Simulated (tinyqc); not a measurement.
Velocity overshoot from momentum and energy balance equations after a field step: one step, computed by the program tinyqc.

At t = 0 the field jumps from 0 to F in a uniform sample. v is the drift velocity and u = w - (3/2) k_B T the excess energy per carrier.

Task: First four steps. dv/dt = e F/m - v/tau_m(u), du/dt = e F v - u/tau_E, tau_m(u) = tau_0/(1 + c u), tau_0 = m mu_0/e, c = mu_0/(e tau_E v_s^2); this choice gives the steady state v (1 + mu_0 F v/v_s^2) = mu_0 F, which saturates at v_s. Step: v_new = v + dt (e F/m - v/tau_m(u)), u_new = u + dt (e F v - u/tau_E). Start v = u = 0; the distance adds dt (v + v_new)/2.

Inputs (values chosen for the exercise, modelled on electrons in silicon except for tau_E):
```
quantity                      value   unit
energy relaxation time tau_E   0.46     ps
field after the step F           18  kV/cm
lattice temperature T           300      K
time step dt                    6.2     fs
```

Scheme: explicit Euler.

c = 25.15271 1/eV

tau_0 = 206.9569 fs

acceleration e F/m = 0.01217645 1e7 cm/s per fs

Give: Steps.

Result:

Steps:
```
step  t (fs)  v (1e7 cm/s)     u (eV)  tau_m (fs)
1        6.2        0.0755          0       207.0
2       12.4        0.1487  8.425e-05       206.5
3       18.6        0.2198  2.491e-04       205.7
4       24.8        0.2886  4.910e-04       204.4
```

After the first step u is still 0, below the drift energy m v^2/2, because the explicit scheme uses the old v: an error of the finite time step.
